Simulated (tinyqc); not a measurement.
Raising U: Hubbard ring of 6 sites, mean field against exact. Computed by the program tinyqc. 

one-body matrix (hopping and site energies) (eV):
```
         1        2        3        4        5        6
1  -0.5600  -1.2900   0.0000   0.0000   0.0000  -1.2900
2  -1.2900  -0.2100  -1.2900   0.0000   0.0000   0.0000
3   0.0000  -1.2900   0.3700  -1.2900   0.0000   0.0000
4   0.0000   0.0000  -1.2900   0.3900  -1.2900   0.0000
5   0.0000   0.0000   0.0000  -1.2900   0.1200  -1.2900
6  -1.2900   0.0000   0.0000   0.0000  -1.2900   0.2600
```

electrons, up and down: 3  3

Collinear unrestricted mean field (the lowest of 40 random starts) against exact diagonalisation.

Exact and mean-field results (eV):
```
U            U/t    E exact  E mean field  mean |n_up - n_down|  double occupancy, exact  first gap in the sector
0.6500    0.5039  -9.105243     -9.073185                0.0000                   0.2360                   2.2843
1.2900    1.0000  -8.231653     -8.104647                0.0000                   0.2190                   2.1504
2.5800    2.0000  -6.672696     -6.156485                0.0000                   0.1836                   1.7164
3.8700    3.0000  -5.393476     -4.383699                0.5392                   0.1470                   1.3195
5.1600    4.0000  -4.391050     -3.310258                0.7535                   0.1128                   1.0054
7.7400    6.0000  -3.057674     -2.149812                0.8904                   0.0643                   0.6294
10.3200   8.0000  -2.277039     -1.539071                0.9381                   0.0393                   0.4509
15.4800  12.0000  -1.437328     -0.912214                0.9723                   0.0186                   0.2928
25.8000  20.0000  -0.730068     -0.402308                0.9900                   0.0070                   0.1755
```

In absolute terms mean field is worst at U/t = 4.0, 1.081 eV too high: at small U it is nearly exact, and at large U it misses only exchange-scale energies. Its local moments set in at U/t = 3.0 of those listed, a broken symmetry that the exact state of a finite cluster with equal spins does not have. Relative to the exact energy its error is 0.4 % at the smallest U, 45 % at most and 45 % at the largest. The double occupancy falls from 0.236 to 0.007.
